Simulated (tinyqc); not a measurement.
## Ten-year voltage from two stress tests

Inverse problem. Lifetimes follow tau = t0 exp(B/Vd). Ten years are 3.15576e8 s. Find B, t0 and the drain voltage for ten years.

lifetimes at Vd = 4.3 and 4.8 V (s): [15000, 1150.52774]

Solution. ln(tau) is linear in 1/Vd.

B = 106 V
t0 = 2.95e-7 s
ten-year voltage = 3.06 V

Program tinyqc, `OMP_NUM_THREADS=1 python tinyqc.py 2550113 2550114 out.jsonl`; Intel Xeon 2.30GHz, shared host, one thread, about 0.01 s.
